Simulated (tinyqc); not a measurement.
# Changing the coupling time tau

Model: molecular dynamics of a small cluster by velocity Verlet steps. Computed by tinyqc, a small Python program. Command: `OMP_NUM_THREADS=1 python tinyqc.py 3031390 3031391 out.jsonl verlet sweep`. One thread of a shared host (Intel(R) Xeon(R) Processor @ 2.30GHz), about 0.2 s of CPU time with the checks.

E = sum_(i<j) phi(r_ij), phi(r) = eps [exp(-2 alpha (r - r0)) - 2 exp(-alpha (r - r0))]; the force on i is -sum_j phi'(r_ij) (R_i - R_j)/r_ij.

Inputs (values chosen for the exercise, for model atoms): length r0 = 3.03 angstrom; well depth eps = 0.77 eV; stiffness alpha = 1.81 1/angstrom; atomic mass M = 85 u; time step dt = 3.6 fs; steps = 300; target temperature T0 = 300 K.

Potential: Morse. Thermostat: Berendsen.

starting positions (angstrom), rows atom 1, atom 2, atom 3, atom 4, atom 5, columns x, y, z:
$$\begin{pmatrix}
0.02 & -0.05 & 0.02 \\
3.06 & 0.04 & 0.08 \\
1.49 & 2.7 & -0.1 \\
1.57 & 0.87 & 2.43 \\
1.54 & 0.89 & -2.5
\end{pmatrix}$$

starting velocities (angstrom/fs), rows atom 1, atom 2, atom 3, atom 4, atom 5, columns x, y, z:
$$\begin{pmatrix}
0.00157 & -0.00163 & -4e-05 \\
-0.00075 & -0.00055 & 0.00116 \\
-0.0001 & 0.00127 & 4e-05 \\
-0.00114 & 0.00012 & 0.00012 \\
0.00041 & 0.00079 & -0.00127
\end{pmatrix}$$

Constants: 1 eV/(angstrom u) = 9.648533212e-03 angstrom/fs^2; k_B = 8.617333262e-05 eV/K.

Method. Velocity Verlet: a = c F/M with c = 9.648533212e-3 angstrom/fs^2 per eV/(angstrom u); R(new) = R + v dt + a dt^2/2; v(new) = v + (a + a(new)) dt/2. Kinetic energy K = M v^2/(2c); temperature T = 2K/((3N - 3) k_B), rotation of the cluster included. After each step v is scaled by sqrt(1 + (dt/tau)(T0/T - 1)). Spread = largest minus smallest value. The test of the step is the spread (largest minus smallest) of the total energy over the run without thermostat, against the spread of K; the step passes below 5 %. The mean T is over the second half.

One run for each value:
```
coupling time tau (fs)  mean temperature (K)
10                                    300.07
23                                    301.36
51                                    303.82
120                                   304.22
260                                   287.11
590                                   249.92
1300                                  218.18
3000                                  198.14
```

What does the table show, and why?

Over the rows, mean temperature (K) goes from 300 through a maximum among these rows, 304 at 120, to 198. The run lasts 1080 fs and the target is 300 K: a coupling time well below the length of the run reaches it, one far longer leaves T near its free value.

Extremes, crossings and ranges named in words are read from the listed rows.
